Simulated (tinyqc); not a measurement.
Silicon n-p-n transistor, Gummel numbers and transit times: one step of the calculation.

One-dimensional n-p-n transistor in the forward active mode at low injection. In the base p(x) = NB exp(-eta x/wb) and ni(x)^2 = ni^2 exp((g0 + g1 x/wb)/Vt); electrons leave the base at vsat; band spikes at the emitter junction and recombination inside the emitter are ignored.

Question. Gain, Early voltage and collector delay. ni = sqrt(Nc Nv) exp(-Eg/(2 Vt)), Eg in volts; GE = NE exp(-gE/Vt)(we/Dp + 1/Se); JC = J0 exp(VBE/Vt), J0 = q ni^2/GB; gain limited by back injection GE/GB, by base recombination tb/tauB, together 1/beta = the sum of the inverses; collector layer one-sided, Wc = sqrt(2 eps0 eps_r (Vbc + VCB)/(q NC)), Vbc = Vt ln(p(wb) NC/ni^2), Cjc = eps0 eps_r/Wc; Early voltage VA = GB q p(wb)/(f(wb) Cjc [1/Dn - (eta + g1/Vt)/(wb vsat)]), f(wb) = p(wb) exp(-(g0 + g1)/Vt), p(wb) = NB exp(-eta); tauC = Wc/(2 vsat).

Parameters, values chosen for the exercise; band and dielectric values close to those of silicon: temperature T = 300 K; band gap Eg = 1.13 eV; relative permittivity eps_r = 11.6; conduction-band density of states at T Nc = 2.75e19 cm^-3; valence-band density of states at T Nv = 2.67e19 cm^-3; saturation velocity vsat = 1e7 cm/s; neutral base width wb = 55 nm; base doping at the emitter edge NB = 3.1e17 cm^-3; doping falls as exp(-eta x/wb) eta = 2.4; gap reduction at the emitter edge of the base g0 = 0 eV; further gap reduction across the base (linear) g1 = 0 eV; electron diffusion coefficient in the base Dn = 11 cm^2/s; emitter doping NE = 4.9e19 cm^-3; gap reduction in the emitter (negative: wider gap) gE = 0.092 eV; neutral emitter width we = 100 nm; hole diffusion coefficient in the emitter Dp = 1.1 cm^2/s; recombination velocity at the emitter contact Se = 2e5 cm/s; electron lifetime in the base tb = 5e-7 s; collector doping NC = 7.3e15 cm^-3; collector-base reverse bias VCB = 0.3 V.

Constants: q = 1.602176634e-19 C, kB = 1.380649e-23 J/K, Vt = kB T/q, eps0 = 8.8541878128e-14 F/cm where lengths are in cm. Results are converted to the units shown.

GB = 6.1884307e10 s/cm^4
tauB = 0.92295266 ps

Wanted: ni; GE; J0; GE/GB; tb/tauB; beta; Wc; Cjc; VA; tauC.

Answer.

ni = 8.737e9 cm^-3
GE = 1.966e13 s/cm^4
J0 = 1.976e-10 A/cm^2
GE/GB = 317.7
tb/tauB = 5.417e5
beta = 317.5
Wc = 427.4 nm
Cjc = 0.2403 fF/um^2
VA = 8.727 V
tauC = 2.137 ps

The gain is limited more by back injection into the emitter. beta VA = 2770 V.

Range of the model: The collector doping exceeds a tenth of the base doping at that edge, so the collector layer reaches noticeably into the base. Heavy doping makes emitter or base degenerate; gE and g0 are to be read as apparent gap changes that include this.

tinyqc, about 0.01 s, one thread, Intel Xeon 2.30GHz (shared host): `OMP_NUM_THREADS=1 python tinyqc.py 2320037 2320038 out.jsonl`
